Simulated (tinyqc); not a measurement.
Inside a calculation. Model: surface photovoltage measurement of the minority-carrier diffusion length in a wafer. Computed by tinyqc, a small Python program that keeps every step. Command: `OMP_NUM_THREADS=1 python tinyqc.py 3130457 3130458 out.jsonl spv walk`. One thread of a shared host (Intel(R) Xeon(R) Processor @ 2.30GHz), about 0.01 s of CPU time with the checks. Intermediate numbers are printed to about 5 digits and carried at full precision; extremes and crossings named in words are read from the listed rows.

Low injection, steady light, a depletion layer much thinner than 1/alpha and L. The excess density dn is taken at the front edge of the neutral region; light that reaches the back is lost.

Inputs (values chosen for the exercise, modelled on p-type silicon at room temperature): diffusion length L = 45 micrometre; wafer thickness W = 775 micrometre; diffusivity D = 31.8 cm^2/s; front recombination velocity S_f = 300 cm/s; back recombination velocity S_b = 790000 cm/s; photon flux entering = 1.2e+11 1/(cm^2 s); minority density at the surface barrier scale n_0 = 1.8e+10 1/cm^3; temperature T = 298 K; wavelength = 917 nm; relative noise of each reading = 1 %; diffusion length after pair splitting over L = 0.44; iron factor C = 1.07e+16 micrometre^2/cm^3.

Constants: k_B = 8.617333262e-05 eV/K.

## One wavelength

alpha = (84.732/lambda - 76.417)^2 per cm with lambda in micrometre (an empirical fit for silicon between 0.7 and 1.05 micrometre). Thick wafer: dn = Phi L/((S_f + D/L)(L + 1/alpha)). Finite wafer, with s = S_b L/D, w = W/L, a = alpha L: dn = [Phi a/(a^2 - 1)] [a - B - exp(-alpha W)(a - s)/(cosh w + s sinh w)]/(S_f + B D/L), B = (sinh w + s cosh w)/(cosh w + s sinh w). Photovoltage V = (k_B T/e) ln(1 + dn/n_0). Lifetime = L^2/D.

alpha = 255.50 1/cm

penetration depth 1/alpha = 39.139 micrometre

dn, thick wafer = 8.7121e+06 1/cm^3

B = 1

dn, finite wafer = 8.7121e+06 1/cm^3

photovoltage V = 0.012426 mV

lifetime = 0.63679 microsecond

## The linear plot

normal deviates g for the noise: [-1.18, -0.46, -0.49, -0.16, -0.32, 0.50, 1.26]

Readings y = (Phi/dn) (1 + noise x g) at 780, 830, 880, 920, 950, 975 and 995 nm; a least-squares line y = c (1/alpha + L_app) gives L_app = intercept/slope.

Readings:
```
lambda (nm)  1/alpha (micrometre)  y (cm/s)  line (cm/s)
780                          9.64      8839         8823
830                         15.18      9806         9748
880                         25.33     11457        11445
920                         40.66     14000        14006
950                         61.28     17342        17452
975                         90.92     22361        22404
995                        130.89     29156        29083
```

slope = 167.10 cm/(s micrometre)

apparent length L_app = 43.162 micrometre

error of L_app (rounded to 0.001) = -4.085 %

At W/L = 17.2 the finite thickness shifts L_app by less than 0.05 %. S_f scales all readings alike and leaves L_app unchanged.

## Where the wafer is too thin

No noise; L is varied at fixed W, and the last two columns set S_b to 0 and to 1e7 cm/s.

Apparent length (micrometre):
```
L          W/L  given S_b     S_b = 0  S_b = 1e7
38.8    19.974      38.80  3.8800e+01      38.80
77.5    10.000      77.50  7.7500e+01      77.50
155.0    5.000     154.89  1.5510e+02     154.89
232.0    3.341     229.93  2.3397e+02     229.92
388.0    1.997     359.60  4.1745e+02     359.55
620.0    1.250     479.20  7.9448e+02     479.05
1010.0   0.767     564.87  1.7559e+03     564.62
1630.0   0.475     607.73  4.0637e+03     607.42
3100.0   0.250     629.80  1.1965e+04     629.45
```

With a fast back surface L_app levels off, at 629 micrometre in the last row; with a passive one it reaches up to 3.86 times L among these rows and is 12000 in the last. All three columns are within 5 % of L down to W/L = 3.3.

## Iron from two lengths

Splitting iron-boron pairs in boron-doped silicon shortens L; with nothing else changing, [Fe] = C (1/L_after^2 - 1/L^2). It is evaluated with the true lengths and with the apparent ones (without noise), which differ when the wafer is not thick against L.

L_after = 19.8 micrometre

[Fe] from the true lengths = 2.2009e+13 1/cm^3

[Fe] from the apparent lengths = 2.2009e+13 1/cm^3

bias, apparent over true less 1 (rounded to 0.001) = 0 %

Checks made by the program: dn against a finite-difference solution (relative difference 5e-06).
